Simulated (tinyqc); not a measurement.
Inside a calculation. Method: Hueckel theory of the pi electrons, for the molecule c1ccc2[nH]ccc2c1 (SMILES; centres numbered as the heavy atoms are written). One step of it, computed by the program tinyqc.

Question. Orbitals. Diagonalise; E = alpha + x beta with beta < 0, so the largest x are filled first; degenerate levels share their electrons. P = sum n_i c_ri c_si; each orbital has its largest coefficient positive (the first on a tie).

Hueckel matrix in units of beta (H = alpha + beta A):
```
          1C        2C        3C        4C        5N        6C        7C        8C
1C  0.000000  1.000000  0.000000  0.000000  0.000000  0.000000  0.000000  0.000000
2C  1.000000  0.000000  1.000000  0.000000  0.000000  0.000000  0.000000  0.000000
3C  0.000000  1.000000  0.000000  1.000000  0.000000  0.000000  0.000000  0.000000
4C  0.000000  0.000000  1.000000  0.000000  0.900000  0.000000  0.000000  1.000000
5N  0.000000  0.000000  0.000000  0.900000  1.300000  0.900000  0.000000  0.000000
6C  0.000000  0.000000  0.000000  0.000000  0.900000  0.000000  1.000000  0.000000
7C  0.000000  0.000000  0.000000  0.000000  0.000000  1.000000  0.000000  1.000000
8C  0.000000  0.000000  0.000000  1.000000  0.000000  0.000000  1.000000  0.000000
9C  1.000000  0.000000  0.000000  0.000000  0.000000  0.000000  0.000000  1.000000

          9C
1C  1.000000
2C  0.000000
3C  0.000000
4C  0.000000
5N  0.000000
6C  0.000000
7C  0.000000
8C  1.000000
9C  0.000000
```

pi electrons, sum of z_r less the charge = 10

Give: x values; occupations; coefficients; charge and bond-order matrix P.

Answer.

x values: 2.504  1.742  1.307  0.825  0.570  -0.853  -1.154  -1.485  -2.156

occupations: 2.000  2.000  2.000  2.000  2.000  0.000  0.000  0.000  0.000

coefficients:
```
      MO1     MO2     MO3     MO4     MO5     MO6     MO7     MO8
1C  0.144  -0.472  -0.075   0.508  -0.102  -0.150   0.564   0.198
2C  0.155  -0.415  -0.387   0.201   0.356  -0.366  -0.347  -0.370
3C  0.243  -0.252  -0.431  -0.343   0.305   0.462  -0.163   0.353
4C  0.453  -0.023  -0.176  -0.483  -0.182  -0.028   0.535  -0.153
5N  0.576   0.498  -0.280   0.302  -0.305  -0.186  -0.268   0.207
6C  0.317   0.267   0.174   0.323   0.430   0.472   0.197  -0.489
7C  0.276   0.018   0.480  -0.006   0.520  -0.235   0.015   0.539
8C  0.374  -0.236   0.453  -0.328  -0.134  -0.271  -0.213  -0.312
9C  0.207  -0.407   0.289   0.218  -0.414   0.494  -0.303   0.077

       MO9
1C   0.321
2C  -0.308
3C   0.343
4C  -0.431
5N   0.088
6C   0.092
7C  -0.278
8C   0.507
9C  -0.384
```

charge and bond-order matrix P:
```
        1C      2C      3C      4C      5N      6C      7C      8C
1C   1.035   0.626  -0.038  -0.274   0.108   0.054  -0.121  -0.043
2C   0.626   1.026   0.698  -0.027  -0.114   0.176   0.066  -0.266
3C  -0.038   0.698   1.037   0.603  -0.123  -0.090   0.032   0.053
4C  -0.274  -0.027   0.603   1.007   0.417  -0.255  -0.103   0.556
5N   0.108  -0.114  -0.123   0.417   1.685   0.467  -0.254  -0.175
6C   0.054   0.176  -0.090  -0.255   0.467   0.983   0.794  -0.059
7C  -0.121   0.066   0.032  -0.103  -0.254   0.794   1.153   0.497
8C  -0.043  -0.266   0.053   0.556  -0.175  -0.059   0.497   1.053
9C   0.706  -0.029  -0.346   0.044   0.056  -0.200  -0.056   0.576

        9C
1C   0.706
2C  -0.029
3C  -0.346
4C   0.044
5N   0.056
6C  -0.200
7C  -0.056
8C   0.576
9C   1.021
```
